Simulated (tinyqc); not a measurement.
What moves the results: localisation in a chain with random site energies (transfer matrices). A value that a table varies takes the place of the one given here.

Hopping -t; leads with site energy 0, E = -2t cos(ka). psi_(j+1) = ((e_j - E)/t) psi_j - psi_(j-1), a product of matrices M_j = [[(e_j - E)/t, -1], [1, 0]]. For M = M_N ... M_1 the transmission is T = 4 sin^2(ka)/|M21 - M12 + M22 exp(ika) - M11 exp(-ika)|^2. Long samples draw e_j = W (x_j/2147483647 - 1/2) from x_j = 16807 x_(j-1) mod 2147483647, starting at x0. The localisation length xi, in sites, is defined by ln T = -2N/xi on average; weak disorder gives xi = 24 (4t^2 - E^2)/W^2, and the mean free path for backscattering is xi/2.

Numerical xi = N/ln sqrt(psi_(N+1)^2 + psi_N^2) for N = 20000 sites from psi_1 = 1, psi_0 = 0; its statistical error is about xi sqrt(xi/N).

Parameters, chosen for this exercise: t = 0.78 eV (hopping); E = -1.07 eV (energy); x0 = 6187 (start of the number sequence); W = 1.91 eV (full width of the disorder).

## Localisation length against disorder

The same number sequence scaled by W.

xi (sites):
```
W/t,W (eV),numerical,error,weak disorder,strong: 1/(ln(W/2t) - 1)
1.0,0.780,53.800,2.790,50.836,-
1.5,1.170,22.886,0.774,22.594,-
2.0,1.560,12.380,0.308,12.709,-
3.0,2.340,6.090,0.106,5.648,-
4.0,3.120,4.003,0.057,3.177,-
6.0,4.680,2.430,0.027,1.412,-
10.0,7.800,1.353,0.011,0.508,1.641
16.0,12.480,0.883,0.006,0.199,0.926
```

What can be read from the table?

At W = t the numerical value is 53.8 +/- 2.8 against 50.8, and at 2t 12.38 +/- 0.31 against 12.71. The weak-disorder formula is within 15 % for W/t = 1, 1.5, 2 and 3; at W = 16t it gives 0.20 and the strong-disorder form 0.93, against 0.88. All states of the chain are localised; disorder only sets the length.

## From ballistic to localised

200 samples of each length, cut one after another from the start of the sequence. Typical T = exp(mean ln T). Ohmic: 1/(1 + 2N/xi); localised: exp(-2N/xi), both with the weak-disorder xi.

Transmission:
```
N,mean T,typical T,spread of ln T,ohmic,localised
2,0.701,0.668,0.331,0.679,0.624
5,0.420,0.325,0.812,0.459,0.307
10,0.208,0.0935,1.448,0.298,0.0945
20,0.0650,0.00723,2.483,0.175,0.00893
40,0.00834,5.27e-05,3.998,0.0958,7.98e-05
80,5.42e-05,5.82e-09,5.414,0.0503,6.37e-09
```

What does this show?

With xi = 8.5 sites, mean and typical T are 0.420 and 0.325 at N = 5, and 5.42e-05 and 5.82e-09 at N = 80, where ln T scatters by 5.4. The slope of ln(typical T) between 40 and 80 sites gives xi = 8.8, uncertain by about 5 % from the scatter of 200 samples. At N = 80 the ohmic law gives 8.65e+06 times the typical value: a single channel has no ohmic range beyond a mean free path, and the mean is carried by rare resonant samples.

## What each parameter does

Numerical and weak-disorder xi. Each row changes one parameter from the base and keeps the others.

Results:
```
case,numerical xi (sites),weak-disorder xi (sites)
base,8.53,8.48
t = 0.897 eV,13.63,13.64
E = -0.75 eV,11.80,12.31
W = 2.292 eV,6.32,5.89
x0 = 6188,8.39,8.48
```

What can be read from the table?

The largest shifts from the base row, up to three for each result and ties (the steps differ in size, so this ranks the rows, not the parameters). numerical xi (sites): t +5.10, E +3.27, W -2.22. weak-disorder xi (sites): t +5.16, E +3.83, W -2.59; unchanged at the printed digits by x0. A new x0 is another sample of the same disorder; its shift is one draw of the statistical scatter, about xi sqrt(xi/N); the other rows share one sample, so their errors are correlated.

tinyqc: `OMP_NUM_THREADS=1 python tinyqc.py 1480457 1480458 out.jsonl`; about 0.04 s, one thread, shared Intel(R) Xeon(R) Processor @ 2.30GHz.
